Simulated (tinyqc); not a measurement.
Strain dependence: valley-orbit splitting of a donor ground state, with strain. Computed by tinyqc, a small Python program. Command: `OMP_NUM_THREADS=1 python tinyqc.py 3004559 3004560 out.jsonl valleyorbit walk`. One thread of a shared host (Intel(R) Xeon(R) Processor @ 2.30GHz), about 0.01 s of CPU time with the checks.

The basis is the 1s envelope in each valley; energies are counted from the unstrained conduction-band edge. The strain is e_s (a a^T - 1/3) for the unit stress axis a, so valley j along n_j moves by Xi_u e_s w_j with w_j = (n_j.a)^2 - 1/3: -1/3 for x and y, +2/3 for z.

Inputs (values chosen for the exercise, modelled on donors in silicon):
```
quantity                             value  unit
single-valley binding energy E_0      31.2   meV
central-cell shift Lambda              2.2   meV
coupling Delta_1                      2.58   meV
coupling Delta_2                      1.64   meV
shear deformation potential Xi_u      8.92    eV
shear strain e_s                  -0.00033     -
```

Valleys: six along <100>. Stress axis: [001].

Method:
- By symmetry: E(A1) = E_0 + Lambda + 4 Delta_1 + Delta_2 (one state), E(T2) = E_0 + Lambda - Delta_2 (three), E(E) = E_0 + Lambda - 2 Delta_1 + Delta_2 (two), as binding energies.
- H_jj = -(E_0 + Lambda) + Xi_u e_s w_j; H_jk = -Delta_2 between opposite valleys and -Delta_1 between perpendicular ones.
- The contact hyperfine ratio is A/A_0 = (sum_j c_j)^2/(number of valleys), c_j the valley amplitudes of the ground state; binding from the lowest valley edge.

E(A1) = 45.36 meV

Against strain:
```
e_s        Xi_u e_s (w_max - w_min) (meV)  binding (meV)  gap to next level (meV)    A/A_0
-0.002600                       -23.19200         37.623                    5.863  0.66702
-0.000990                        -8.83080         40.729                    8.969  0.91651
-0.000330                        -2.94360         43.529                   11.769  0.99108
-0.000099                        -0.88308         44.783                   13.023  0.99925
0.000099                          0.88308         45.077                   13.317  0.99931
0.000330                          2.94360         44.495                   12.735  0.99304
0.000990                          8.83080         43.313                   11.553  0.95563
0.002600                         23.19200         41.968                   10.208  0.86394
```

What does the comparison show, and why?

A/A_0 falls for either sign of strain, to 0.667 and 0.864 at the ends; its limits are the shares of the valleys that end up lowest, 2/6 under compression and 4/6 under tension. Near zero strain A/A_0 changes in second order, the binding in first. The binding energy drops from 45.36 meV to 37.62 and 41.97 meV, since fewer valleys share the valley-orbit gain.

Extremes, crossings and ranges named in words are read from the listed rows.
